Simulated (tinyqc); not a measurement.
Worked calculation: tight binding, dimerised chain. Computed by tinyqc, a small Python program that keeps every step. Settings: t1 = 1.79, t2 = 0.49, delta = 0, points = 6, cells = 4. Command: `OMP_NUM_THREADS=1 python tinyqc.py 25755 25756 out.jsonl` (the two numbers bound the seeds that draw the settings). One thread of a shared host (Intel(R) Xeon(R) Processor @ 2.60GHz), about 0.01 s of CPU time with the checks.

## Bloch Hamiltonian at k

Parameters chosen for this model:
```
parameter     value                      unit
t1         1.790000       eV, inside the cell
t2         0.490000         eV, between cells
delta             0  eV, +/- on the two sites
```

k point k (2 pi / a): 0.350000

H_AA = +delta, H_BB = -delta, H_AB = -t1 - t2 exp(-i k a).

H(k) at k (eV):
```
                     A                    B
A             0.000000  -1.501985+0.396418i
B  -1.501985-0.396418i             0.000000
```

## Levels at k

Diagonalise the Hermitian matrix.

eigenvalues (eV): -1.553418  1.553418

weights |c|^2 of the basis functions:
```
     band 1    band 2
A  0.500000  0.500000
B  0.500000  0.500000
```

## Bloch Hamiltonian at X

k point X (2 pi / a): 0.500000

As before.

H(k) at X (eV):
```
           A          B
A   0.000000  -1.300000
B  -1.300000   0.000000
```

## Levels at X

As before.

eigenvalues (eV): -1.300000  1.300000

weights |c|^2 of the basis functions:
```
     band 1    band 2
A  0.500000  0.500000
B  0.500000  0.500000
```

## Bands along a path

The same steps at evenly spaced points between the labelled ones.

Bands along the path (eV):
```
k            band 1    band 2
G         -2.280000  2.280000
G-X 0.25  -2.164395  2.164395
G-X 0.50  -1.855856  1.855856
G-X 0.75  -1.484518  1.484518
X         -1.300000  1.300000
```

With 1 band(s) filled, the highest filled level on these points lies at X and the lowest empty one at X: a gap of 2.6000 eV, direct.

## Berry (Zak) phase of the lower band

On 6 points k_j = j/N: phase = -Im ln of the product of <u_j|u_(j+1)>, closed with u_N = u_0 (the cell-periodic part is taken without the site positions). Single arguments depend on the phases chosen for the u_j; only their sum modulo 2 pi does not.

Overlaps:
```
j  |<u_j|u_j+1>|  argument (rad)
0       0.994722       -0.102790
1       0.999512       -0.031235
2       0.991032        0.134026
3       0.991032        0.134026
4       0.999512       -0.031235
5       0.994722       -0.102790
```

phase / pi, folded into (-1, 1] = 0.000000

## Open chain of 4 cells

H of the open chain (eV):
```
           1          2          3          4          5          6          7          8
1   0.000000  -1.790000   0.000000   0.000000   0.000000   0.000000   0.000000   0.000000
2  -1.790000   0.000000  -0.490000   0.000000   0.000000   0.000000   0.000000   0.000000
3   0.000000  -0.490000   0.000000  -1.790000   0.000000   0.000000   0.000000   0.000000
4   0.000000   0.000000  -1.790000   0.000000  -0.490000   0.000000   0.000000   0.000000
5   0.000000   0.000000   0.000000  -0.490000   0.000000  -1.790000   0.000000   0.000000
6   0.000000   0.000000   0.000000   0.000000  -1.790000   0.000000  -0.490000   0.000000
7   0.000000   0.000000   0.000000   0.000000   0.000000  -0.490000   0.000000  -1.790000
8   0.000000   0.000000   0.000000   0.000000   0.000000   0.000000  -1.790000   0.000000
```

The same hoppings without the wrap-around bond.

levels (eV): -2.198807  -1.976124  -1.676570  -1.409254  1.409254  1.676570  1.976124  2.198807

weights of the highest filled level on the sites: 0.095025  0.058899  0.183277  0.162798  0.162798  0.183277  0.058899  0.095025

The bulk gap runs from -1.3000 to 1.3000 eV; no level of this chain lies inside it.
